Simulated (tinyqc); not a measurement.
What moves the results: phonon-assisted absorption at an indirect gap. A value that a table varies takes the place of the one given here.

alpha(E) = sum_j A_j [N_j (E - Eg + w_j)^2 + (N_j + 1)(E - Eg - w_j)^2], each bracket counted only where its base is positive; N_j = 1/(exp(w_j/kB T) - 1). The first term absorbs a phonon and the second emits one; excitons and direct transitions are left out.

Photodiode (Gaertner form with a dead layer): QE = (1 - R) exp(-alpha xj) [1 - exp(-alpha W)/(1 + alpha L)], R = ((nr - 1)/(nr + 1))^2; responsivity = QE/E in A/W for E in eV.

Constants: kB = 8.617333262e-05 eV/K.

Parameters, chosen for this exercise (loosely those of SiC at room temperature; Eg is not tied to T; not measured data):
- Eg = 3.216 eV (indirect gap, held fixed unless listed)
- w = (69.4, 45.8) meV (two zone-edge phonons)
- A = (3600, 450) 1/(cm eV^2) (their strengths)
- T = 300 K
- nr = 2.82 (refractive index)
- xj = 0.4 micrometre (dead layer at the surface)
- W = 1.1 micrometre (depleted width)
- L = 130 micrometre (minority diffusion length below it)
- E = 3.34 eV (photon energy)

## The square root of alpha at three temperatures

The gap is held fixed, so only the phonon occupations change.

sqrt(alpha) (1/cm^(1/2)):
```
E - Eg (eV)   150 K   300 K   600 K
-0.04         0.123   0.481   1.054
-0.02         0.224   0.840   1.821
0.00          0.331   1.210   2.607
0.02          0.439   1.583   3.397
0.04          0.548   1.958   4.191
0.07          0.883   2.585   5.424
0.10          2.349   3.839   7.075
0.15          5.464   6.871  10.647
0.20          8.645  10.174  14.588
0.30         15.039  16.956  22.806
0.45         24.647  27.241  35.385
0.60         34.260  37.562  48.056
```

What can be read from the table?

Below the gap only phonon absorption acts: at E - Eg = -0.02 eV sqrt(alpha) is 0.224, 0.840 and 1.821 at 150, 300 and 600 K. A straight line through the last two rows meets the axis at E - Eg = +0.0654, +0.0541 and +0.0311 eV: the intercept is roughly a weighted mean of the thresholds, not the gap, and it moves from the emission side towards Eg as the occupations grow. At the last row alpha grows by a factor 1.97 from the lowest to the highest temperature at fixed gap.

## Spectral response

Response:
```
E (eV)  wavelength (nm)  alpha (1/cm)  1/alpha (micrometre)  dead layer  collected     QE    A/W
3.24                383          2.75              3.64e+03       1.000      0.035  0.027  0.008
3.28                378          5.98              1.67e+03       1.000      0.073  0.056  0.017
3.34                371          27.4                   366       0.999      0.265  0.204  0.061
3.42                363           109                  91.7       0.996      0.591  0.455  0.133
3.52                352           297                  33.7       0.988      0.801  0.612  0.174
3.67                338           757                  13.2       0.970      0.915  0.686  0.187
3.87                320      1.70e+03                  5.87       0.934      0.964  0.696  0.180
4.12                301      3.42e+03                  2.92       0.872      0.985  0.664  0.161
4.42                281      6.27e+03                  1.59       0.778      0.994  0.598  0.135
4.82                257      1.14e+04                 0.877       0.634      0.998  0.489  0.101
```

What can be read from the table?

QE is highest, 0.696, at 3.87 eV of those listed and the responsivity at 3.67 eV; reflection alone caps QE at 0.773. Near the gap weak absorption limits it (collected share 0.035); at the top the dead layer passes 0.634. Far above the gap the quadratic law and a constant index are only rough.

## What moves the response

At the energy E. Each row changes one parameter from the base and keeps the others.

Results:
```
case                 alpha (1/cm)      QE
base                        27.36  0.2043
Eg = 3.196 eV               42.06  0.2751
T = 350 K                   34.08  0.2390
W = 2.2 micrometre          27.36  0.2060
L = 65 micrometre           27.36  0.1185
xj = 0.8 micrometre         27.36  0.2041
nr = 2.96                   27.36  0.1995
```

How do the results move?

The largest shifts from the base row, up to three for each result and ties (the steps differ in size, so this ranks the rows, not the parameters). alpha (1/cm): Eg +14.7, T +6.72; unchanged at the printed digits by W, L, xj and nr. QE: L -0.0857, Eg +0.0708, T +0.0347.

tinyqc: `OMP_NUM_THREADS=1 python tinyqc.py 1651317 1651318 out.jsonl`; about 0.01 s, one thread, shared Intel(R) Xeon(R) Processor @ 2.30GHz.
